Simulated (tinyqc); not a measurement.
Core-level spacing from the offsets.

Problem. For an overlayer B on a substrate A, dEv = (iB - iA) - (cB - vB) + (cA - vA) in binding energies, and dEc + dEv = EgB - EgA. Find dEv and the spacing iB - iA that a thin film must show.

Parameters, values chosen for the exercise: gap of the substrate A EgA = 3.32 eV; gap of the overlayer B EgB = 3.12 eV.

dEc = 0.23458937 eV
cA - vA = 83.865411 eV
cB - vB = 80.35 eV

Solution. The gaps give dEv, and the Kraut relation is solved for the spacing.

dEv = -0.43459 eV
iB - iA = -3.9500 eV

tinyqc, about 0.01 s, one thread, Intel Xeon 2.30GHz (shared host): `OMP_NUM_THREADS=1 python tinyqc.py 2410130 2410131 out.jsonl`
